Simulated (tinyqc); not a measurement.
Comparisons within one model: square lattice in a magnetic field (Harper-Hofstadter model). A value that a table varies takes the place of the one given here.

Landau gauge, lattice period 1: the magnetic cell has q sites j = 0 to q - 1 along x. H_jj = -2 ty cos(ky + 2 pi p j/q), H_(j,j+1) = -tx, and the bond from q - 1 back to 0 is H_(q-1,0) = -tx exp(i q kx). The levels depend on k only through cos(q kx) and cos(q ky), so the band edges lie at (0, 0) and (pi/q, pi/q).

Inputs chosen for the exercise:
- tx = 1.8 meV (hopping along x)
- ty = 1.3 meV (hopping along y)
- Q = 7 (denominator)
- p = 3 (flux per plaquette p/q, in units of h/e)
- q = 5

## Towards Landau levels

Flux 1/Q. Near the bottom of the band the mass gives hbar wc = 4 pi sqrt(tx ty)/Q and E_0 = -2 (tx + ty) + hbar wc/2. For each Q, p = 1 and q = Q.

Lowest band (meV):
```
Q    centre     width      E_0  spacing to band 2  hbar wc
3   -3.7018      1.20  -2.9962             3.7018   6.4076
4   -4.2500     0.381  -3.7971             3.3498   4.8057
5   -4.5756     0.125  -4.2777             2.7565   3.8446
6   -4.8059    0.0418  -4.5981             2.4030   3.2038
8   -5.1157   0.00477  -4.9986             1.9425   2.4029
12  -5.4513  6.84e-05  -5.3990             1.3961   1.6019
20  -5.7383  1.66e-08  -5.7194             0.8863   0.9611
```

How do the results move?

The width falls from 1.2 to 1.7e-08 meV, by a factor 2.83 for each unit of Q at the end, so the band turns into a flat level. Its centre lies -0.706 meV from E_0 at Q = 3 and -0.019 meV at Q = 20; the spacing reaches 92 % of hbar wc, the shortfall coming from the non-parabolic band.

## Slices of the butterfly

Flux P/Q for each P (p = P, q = Q): the lowest edge, the first gap, the widest gap with its r (the lower one of a mirror pair) and t_r from r = Q s + P t, |t| <= Q/2, and the total width of the bands.

Spectra (meV):
```
flux  lowest edge  first gap  t of first gap  widest gap  its r  its t  total width
1/7       -4.9868     2.0612               1      2.0612      1      1       2.6507
2/7       -4.3057     0.0281              -3      2.3979      2      1       2.6960
3/7       -4.1442     0.3770              -2      2.2498      3      1       2.6687
```

How do the results move?

The widest gap carries t = 1 in every row, and its r equals P: it is the gap above the lowest Landau level, which holds P of the Q bands. The first gap is widest at 1/7 (t = 1) and narrowest at 2/7 (t = -3). The total width lies between 2.651 and 2.696 meV; its limit for large Q is 4 |tx - ty| = 2.0 meV.

## What each parameter does

Bottom and width of band 1, the first gap and the total width of all bands. Each row changes one parameter from the base and keeps the others.

Results:
```
case            bottom (meV)  width (meV)  first gap (meV)  total width (meV)
base                 -4.1544       0.4977           0.2235             3.3235
tx = 2.16 meV        -4.7721       0.6285           0.2216             4.3621
ty = 0.975 meV       -3.9022       0.5421           0.1626             3.8584
p = 2                -4.1544       0.4977           0.2235             3.3235
q = 7                -4.1442       0.1656           0.3770             2.6687
```

How do the results move?

The largest shifts from the base row, up to three for each result and ties (the steps differ in size, so this ranks the rows, not the parameters). bottom (meV): tx -0.6177, ty +0.2522, q +0.0102; unchanged at the printed digits by p. width (meV): q -0.3321, tx +0.1308, ty +0.0444; unchanged at the printed digits by p. first gap (meV): q +0.1535, ty -0.0609, tx -0.0020; unchanged at the printed digits by p. total width (meV): tx +1.0386, q -0.6548, ty +0.5349; unchanged at the printed digits by p. Flux p/q and 1 - p/q have the same spectrum: reversing the field leaves it alone, and one whole quantum is a gauge change.

Computed by tinyqc, a small Python program: `OMP_NUM_THREADS=1 python tinyqc.py 1251249 1251250 out.jsonl` (the numbers bound the seed that draws the inputs); one thread of a shared host (Intel(R) Xeon(R) Processor @ 2.30GHz), about 0.02 s for the whole set of steps.
